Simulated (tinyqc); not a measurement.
Floating body of a partially depleted SOI transistor: body voltage and kink: two steps of the calculation.

Source at 0 V. Channel current Ic = 2 nf K Vt^2 [F(0) - F(Vd)](1 + la Vd), F(V) = ln^2(1 + exp((Vg - VT - nf V)/(2 nf Vt))), VT = VT0 - gb Vb. Saturation voltage Vs = 2 Vt sqrt(F(0)) + 3 Vt, excess Ve = (Vd - Vs + sqrt((Vd - Vs)^2 + 0.0004 V^2))/2, multiplication M1 = Ai Ve exp(-Bl/Ve). Each junction passes D(v) = J1 (exp(v/Vt) - 1) + J2 (exp(v/(2 Vt)) - 1). Bipolar current Ib = bb J1 (exp(Vb/Vt) - 1). The body settles where M1 (Ic + Ib) = D(Vb) + D(Vb - Vd) + Vb/Rb; drain current Id = (1 + M1)(Ic + Ib) - D(Vb - Vd).

Values chosen for this exercise; values of the order met in partially depleted silicon-on-insulator transistors:
- T = 330 K (temperature)
- VT0 = 0.49 V (threshold at zero body voltage)
- gb = 0.16 (fall of the threshold per volt of body voltage)
- nf = 1.36 (slope factor)
- K = 380 uA/(V^2 um) (gain factor per width)
- la = 0.09 1/V (channel-length modulation factor)
- Ai = 3.45 1/V (impact-ionisation prefactor)
- Bl = 6.1 V (impact-ionisation voltage)
- J1 = 7.2e-11 uA/um (diffusion saturation current of each junction)
- J2 = 1.7e-7 uA/um (recombination saturation current of each junction)
- bb = 0.5 (gain of the lateral bipolar transistor on the diffusion current)
- Rb = 1e9 kohm um (resistance of a weak body tie to the source (1e9 stands for no tie, and the term is then dropped))
- Vg = 0.97 V (gate voltage)
- Vd = 2.3 V (drain voltage)

Constants: q = 1.602176634e-19 C, kB = 1.380649e-23 J/K, Vt = kB T/q. Results are converted to the units shown.

Problem 1. New Vb. Current into the body I_in = M1 (Ic + Ib) - D(Vb - Vd), current out I_out = D(Vb) + Vb/Rb; f = ln(I_in/I_out), s = df/dVb by central differences over 1e-5 V, Vb(new) = Vb - f/s.

Vb after iteration 1 = 0.73546954 V

Wanted: Ic; Ve; M1; I_in; I_out; f; s; Vb after iteration 2.

Solution 1.

Ic = 60.24 uA/um
Ve = 1.775 V
M1 = 0.1971
I_in = 13.09 uA/um
I_out = 12.36 uA/um
f = 0.05739
s = -31.62 1/V
Vb after iteration 2 = 0.7373 V

Problem 2. Drain current with floating and with grounded body. Id and VT at the converged Vb, Id at Vb = 0, their ratio, and the bipolar share Ib/(Ic + Ib).

converged Vb = 0.73728990 V

Wanted: VT; Id, floating; Id, grounded; ratio; bipolar share.

Solution 2.

VT = 0.3720 V
Id, floating = 80.02 uA/um
Id, grounded = 48.30 uA/um
ratio = 1.657
bipolar share = 9.798 %

The body rises to 0.737 V and lowers the threshold by 118 mV.

Range of the model: The multiplication law is an empirical form chosen for the exercise; self-heating and capacitive coupling to the body are left out, and the linear laws are rough once Vb passes about 0.7 V or M1 about 0.1.

Computed by the program tinyqc: `OMP_NUM_THREADS=1 python tinyqc.py 2182219 2182220 out.jsonl`, one thread of a shared Intel Xeon 2.30GHz, about 0.2 s for the whole run.
